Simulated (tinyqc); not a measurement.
# Input admittance of a MOSFET at zero drain bias: distributed channel and distributed gate: what changes with what

Source and drain grounded, strong inversion, w = 2 pi f, Cox = eps0 eox/tox. The channel is an RC line of resistance 1/(mu Cox Vo) per square fed from both ends, so one finger has the intrinsic admittance y = i w Cox L tanh(g)/g per width, g = (1/2) sqrt(i w tau), tau = L^2/(mu Vo). The vertical resistance rv/L is in series with y, the overlaps 2 i w Cov in parallel: y_t = 1/(1/y + rv/L) + 2 i w Cov. The gate strip is a line of Rsh/L per length loaded by y_t, so a finger has Y = y_t Wf tanh(k)/k, k = (Wf/sd) sqrt(y_t Rsh/L); the device has Nf Y.

Inputs (values chosen for the exercise); values of the order met in silicon radio-frequency transistors: relative permittivity of the gate insulator (close to hafnium oxide) eox = 21.4; insulator thickness tox = 21 nm; channel length L = 0.13 um; finger width Wf = 4.1 um; number of fingers Nf = 1; channel mobility mu = 130 cm^2/(V s); gate overdrive Vo = 0.38 V; sheet resistance of the gate Rsh = 6.5 ohm/square; vertical resistivity of the gate stack rv = 0 ohm um^2; number of ends at which a finger is contacted sd = 1; overlap and fringe capacitance on each side Cov = 0.16 fF/um; frequency f = 13 GHz.

Constants: eps0 = 8.8541878128e-14 F/cm where lengths are in cm. Results are converted to the units shown.

Each table varies one quantity; the others keep the values above.

## Input impedance against frequency

Low-frequency limits, with c = Cox L and ct = c + 2 Cov: R_strip = Rsh Wf/(3 sd^2 L Nf), R_ch = (c/ct)^2 L/(12 mu Cox Vo Wf Nf), R_vert = (c/ct)^2 rv/(L Wf Nf), C = ct Wf Nf. Z = 1/(Nf Y) = R + 1/(i w C), Q = |Im Z|/R, far-point signal |1/cosh k|.

The same in every row: low-frequency R (ohm) = 104.92.

Input impedance against frequency:
```
f (GHz),w tau,|k|,R (ohm),C (fF),Q,signal at the far point
0.1,0.0021495,0.028079,104.92,6.1212,2478.0,1.0000
0.3,0.0064485,0.048635,104.92,6.1212,826.01,1.0000
0.9,0.019346,0.084237,104.92,6.1212,275.34,0.99999
2,0.042990,0.12557,104.92,6.1211,123.90,0.99996
6,0.12897,0.21749,104.92,6.1206,41.306,0.99961
20,0.42990,0.39694,104.88,6.1152,12.407,0.99574
40,0.85980,0.56067,104.77,6.0976,6.2284,0.98332
100,2.1495,0.87919,103.98,5.9809,2.5592,0.90919
300,6.4485,1.4280,98.784,5.2121,1.0304,0.62091
```

Read the table: what changes, and by how much?

R falls from 105 to 98.8 ohm and C falls from 6.12 to 5.21 fF. Q goes as f^(-1.00) between the first two rows and f^(-0.83) between the last two, where w tau = 6.45 and |k| = 1.43. The low-frequency limits hold both R and C within 5 % up to f = 100 GHz among the rows.

## Effect of the channel length

Same model as above.

Effect of the channel length:
```
L (um),w tau,|k|,R (ohm),low-frequency R (ohm),C (fF),Q,signal at the far point
0.03,0.01488,0.4192,298.9,299.0,2.420,16.92,0.9974
0.058,0.05562,0.3602,163.3,163.3,3.456,21.69,0.9984
0.11,0.2001,0.3263,109.4,109.4,5.379,20.80,0.9984
0.22,0.8003,0.3053,114.7,114.8,9.437,11.31,0.9966
0.42,2.917,0.2899,183.1,184.0,16.60,4.029,0.9905
0.8,10.58,0.2439,327.3,345.6,26.48,1.413,0.9833
1.6,42.33,0.1615,443.7,703.9,26.34,1.047,0.9911
3,148.8,0.1179,432.5,1339,25.85,1.095,0.9953
```

What does the table show?

As L goes from 0.03 to 3, R moves up and down between 109 and 444 ohm, C goes from 2.42 through a maximum of 26.5 (at L = 0.8 among the rows listed) to 25.9 fF and Q moves up and down between 1.05 and 21.7.

Computed by the program tinyqc: `OMP_NUM_THREADS=1 python tinyqc.py 2262140 2262141 out.jsonl`, one thread of a shared Intel Xeon 2.30GHz, about 0.01 s for the whole run.
